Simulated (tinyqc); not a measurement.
Voltage drop against the resistance from a pad node to the supply.

A grid of 13 by 13 nodes with segments Rx (rows) and Ry (columns); every node draws I1 and the central node kh I1; pads with resistance Rp sit at the nodes whose row and column are multiples of the pitch, counting from 0. The drops u = Vdd - V follow from G u = i, with G the conductance matrix and i the load currents, solved directly. Here the pitch is 6.

Inputs (values chosen for the exercise):

| symbol | value | unit | meaning |
|---|---|---|---|
| Vdd | 1 | V | supply voltage |
| Rx | 0.45 | ohm | resistance of a horizontal segment |
| Ry | 0.28 | ohm | resistance of a vertical segment |
| kh | 1 |  | factor on the load at the hot node |
| I1 | 0.11 | mA | load current of a node in the large grid |

Voltage drop against the resistance from a pad node to the supply:

| Rp (ohm) | pads | worst drop (mV) | mean drop (mV) | largest drop at a pad (mV) | largest pad current (mA) | worst drop over Vdd (%) |
|---|---|---|---|---|---|---|
| 0.008 | 9 | 0.49401 | 0.38810 | 0.027710 | 3.4638 | 0.049401 |
| 0.016 | 9 | 0.51275 | 0.40614 | 0.054645 | 3.4153 | 0.051275 |
| 0.032 | 9 | 0.54985 | 0.44198 | 0.10651 | 3.3283 | 0.054985 |
| 0.064 | 9 | 0.62286 | 0.51287 | 0.20387 | 3.1854 | 0.062286 |
| 0.13 | 9 | 0.76992 | 0.65670 | 0.38689 | 2.9761 | 0.076992 |
| 0.26 | 9 | 1.0561 | 0.93470 | 0.71087 | 2.7341 | 0.10561 |
| 0.51 | 9 | 1.5909 | 1.4607 | 1.2802 | 2.5102 | 0.15909 |

Read the table: what changes, and by how much?

The worst drop rises from 0.494 to 1.59 mV and the mean drop rises from 0.388 to 1.46 mV. The worst drop goes as Rp^(0.05) between the first two rows and Rp^(0.61) between the last two. The central node is itself a pad.

tinyqc, about 0.07 s, one thread, Intel Xeon 2.30GHz (shared host): `OMP_NUM_THREADS=1 python tinyqc.py 2770184 2770185 out.jsonl`
